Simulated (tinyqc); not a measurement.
# From one set of inputs to another, one input at a time

Model: stress in a transistor channel from embedded alloy regions, liners and fins, by half-space elasticity. Computed by tinyqc, a small Python program. Command: `OMP_NUM_THREADS=1 python tinyqc.py 3029045 3029046 out.jsonl stressor ladder`. One thread of a shared host (Intel(R) Xeon(R) Processor @ 2.30GHz), about 0.06 s of CPU time with the checks.

Plane strain in an isotropic half-space, the same constants everywhere; x along the channel from its centre, y downwards from the free surface; stress is positive in tension.

The inputs printed are set A. Inputs not listed in the table keep their values of set A, so the rows need not describe a real material.

Inputs (values chosen for the exercise, modelled on silicon):
```
quantity                          value  unit
alloy fraction x                   0.28     -
lattice change per unit x, beta  0.0426     -
Young's modulus E                   165   GPa
Poisson ratio nu                    0.2     -
channel length L                     56    nm
length of each stressor S            90    nm
recess depth d                       35    nm
depth of the field point y          2.6    nm
liner stress                       -1.1   GPa
liner thickness t                    45    nm
```

Stressor: Si(1-x)Ge(x) source and drain.

Method:
- Misfit e = beta x. A fully constrained inclusion holds the stress -p with p = E e/(1 - 2 nu); a blanket film would hold -E e/(1 - nu) in the plane.
- A line element dA of misfit at (a, c) in the half-space gives, with C = E e/(2 pi (1 - nu)), X = x - a, r1^2 = X^2 + (y - c)^2, r2^2 = X^2 + Y^2, Y = y + c: s_xx = -C dA {[X^2 - (y - c)^2]/r1^4 + 3 [X^2 - Y^2]/r2^4 + 4 y Y (Y^2 - 3 X^2)/r2^6}, s_yy = C dA {[X^2 - (y - c)^2]/r1^4 - [X^2 - Y^2]/r2^4 + 4 y Y (Y^2 - 3 X^2)/r2^6}. These are integrated over two rectangles, L/2 < |a| < L/2 + S, 0 < c < d (closed form in a, 200 Gauss-Legendre points in c).
- At x = y = 0 the integral is s_xx = -(4/pi) [E e/(1 - nu)] [arctan(2 d/L) - arctan(d/(L/2 + S))].
- The liner over source and drain ends at the gate, x = -/+ L/2, and pulls there with the force per width F = (liner stress) t along the surface. A tangential line force gives s_xx = (2 F/pi) X^3/(X^2 + y^2)^2 at the distance X; two of them add at the centre, X = L/2. For L > 3.5 y the concentrated force is an upper bound.

Each row keeps all changes above it:
```
input moved                     from    to  s_yy (MPa)  s_xx at the surface (MPa)  s_xx from the liner (MPa)
set A                              -     -     -3.7626                    -1903.6                    -2212.6
Young's modulus E (GPa)          165   163     -3.7170                    -1880.5                    -2212.6
liner thickness t (nm)            45    60     -3.7170                    -1880.5                    -2950.1
recess depth d (nm)               35    40     -2.7587                    -1959.5                    -2950.1
length of each stressor S (nm)    90   145     -3.0177                    -2267.7                    -2950.1
alloy fraction x                0.28  0.27     -2.9099                    -2186.7                    -2950.1
channel length L (nm)             56    66     -2.9642                    -1969.2                    -2515.2
Poisson ratio nu                 0.2  0.26     -3.2045                    -2128.9                    -2515.2
```

Which inputs carry the difference?

s_yy goes from -3.76 to -3.20, +0.558 in all. The largest single move comes from recess depth d (+0.958), and length of each stressor S works against it (-0.259). s_xx at the surface goes from -1900 to -2130, -225 in all. The largest single move comes from length of each stressor S (-308), and channel length L works against it (+218). s_xx from the liner goes from -2210 to -2520, -303 in all. The largest single move comes from liner thickness t (-738), and channel length L works against it (+435). The single moves hold for this order of the switches; the total does not depend on the order.

Caution (all rows): the real force is spread over several liner thicknesses, so for a channel this short the concentrated force clearly overstates the stress.

Extremes, crossings and ranges named in words are read from the listed rows.
